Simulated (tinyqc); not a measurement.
Deep-level transient spectroscopy: two steps of the calculation.

Schottky contact on an n-type layer with shallow donors Nd (all ionised) and a donor-like deep trap, neutral when filled and positive when empty; depletion approximation. Traps within lam of the depletion edge stay filled. A long pulse to Vp fills the traps beyond x1 = Wp - lam; back at Vr those between x1 and x2 = Wr - lam emit. A rate window reads S = C(t2) - C(t1).

Values chosen for this exercise; material values close to those of germanium:
```
symbol,value,unit,meaning
eps_r,15.8,,relative permittivity
Nc,1.04e19,cm^-3,conduction-band density of states at 300 K
vth,3.3e7,cm/s,thermal velocity at 300 K
Nd,5.8e16,cm^-3,shallow donor density
Vbi,0.44,V,built-in voltage
Et,0.23,eV,depth of the trap below the conduction edge
sn,2.5e-16,cm^2,capture cross-section
Nt,3e15,cm^-3,trap density
Vr,9.8,V,reverse bias
Vp,0,V,reverse bias during the filling pulse
t1,0.5,ms,first sampling time
t2,1,ms,second sampling time
T,156,K,temperature of the transient
```

Constants: q = 1.602176634e-19 C, kB = 1.380649e-23 J/K, eps0 = 8.8541878128e-14 F/cm where lengths are in cm. Results are converted to the units shown.

Task 1. Emission rate and rate window. Emission rate en = sn vth(T) Nc(T) exp(-Et/kB T) = sn g T^2 exp(-Et/kB T), g = vth Nc/(300 K)^2, as vth goes as T^0.5 and Nc as T^1.5 (degeneracy factor 1). For an exponential transient S peaks where en = ew = ln(t2/t1)/(t2 - t1).

Wanted: g; en; 1/en; ew.

Result 1.

g = 3.8133e21 cm^-2 s^-1 K^-2
en = 861.10 1/s
1/en = 1.1613 ms
ew = 1386.3 1/s

Task 2. Widths. lam = sqrt(2 eps0 eps_r (EF - ET)/(q Nd)), EF - ET = Et - (kB T/q) ln(Nc(T)/Nd), Nc(T) = Nc (T/300 K)^1.5. In the steady state at the band bending V, 2 eps0 eps_r V/q = Nd W^2 + Nt (W - lam)^2 (the second term only if W > lam). V = Vbi + Vr gives Wr and V = Vbi + Vp gives Wp; x1 = max(Wp - lam, 0).

Give: lam; Wr; Wp; x1; x2; G = (x2^2 - x1^2)/Wr^2.

Result 2.

lam = 72.262 nm
Wr = 544.77 nm
Wp = 114.69 nm
x1 = 42.433 nm
x2 = 472.50 nm
G = (x2^2 - x1^2)/Wr^2 = 0.74623

Program tinyqc, `OMP_NUM_THREADS=1 python tinyqc.py 2050091 2050092 out.jsonl`; Intel Xeon 2.30GHz, shared host, one thread, about 0.01 s.
